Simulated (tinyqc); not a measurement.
Off-state leakage of single and stacked transistors: one step of the calculation.

n-channel devices of unit width. Subthreshold current I(Vg, Vs, Vd) = I0 (T/300 K)^0.5 exp[(Vg - Vs - VT(T) - gb (Vs - Vb) + dd (Vd - Vs))/(nf Vt)] (1 - exp(-(Vd - Vs)/Vt)), VT(T) = VT - cT (T - 300 K). Gate-edge tunnelling Ig (Vd/1 V) exp(ag (Vd - 1 V)), for a gate at 0 V, and band-to-band leakage Ab u exp(-Bb/u), u = Vd - Vb + 1 V, flow at a drain held at V; both are taken as independent of T. In a stack of off transistors (all gates at 0 V) the same subthreshold current passes through each.

Problem. New Vx. Stack of two, Vx the node between them: I_low = I(0, 0, Vx), I_up = I(0, Vx, V), f = ln(I_up/I_low), f' = -(1 + gb + 2 dd)/(nf Vt) - 1/(Vt (exp(Vx/Vt) - 1)) - 1/(Vt (exp((V - Vx)/Vt) - 1)), Vx(new) = Vx - f/f'.

Parameters, values chosen for the exercise; values of the order met in bulk silicon logic transistors: temperature T = 358 K; supply voltage V = 1.1 V; threshold at 300 K, zero drain and body bias VT = 0.42 V; fall of the threshold with temperature cT = 0.6 mV/K; current at threshold at 300 K I0 = 0.26 uA/um; slope factor nf = 1.16; drain-induced lowering per volt dd = 0.16; rise of the threshold per volt of source-body bias gb = 0.21; body voltage Vb = 0 V.

Constants: q = 1.602176634e-19 C, kB = 1.380649e-23 J/K, Vt = kB T/q. Results are converted to the units shown.

Vx at the start = 0.115 V

Give: I_low; I_up; f; f'; Vx after iteration 1.

Solution.

I_low = 0.009803 nA/um
I_up = 0.01006 nA/um
f = 0.02574
f' = -43.55 1/V
Vx after iteration 1 = 0.1156 V

Computed by the program tinyqc: `OMP_NUM_THREADS=1 python tinyqc.py 2242190 2242191 out.jsonl`, one thread of a shared Intel Xeon 2.30GHz, about 0.03 s for the whole run.
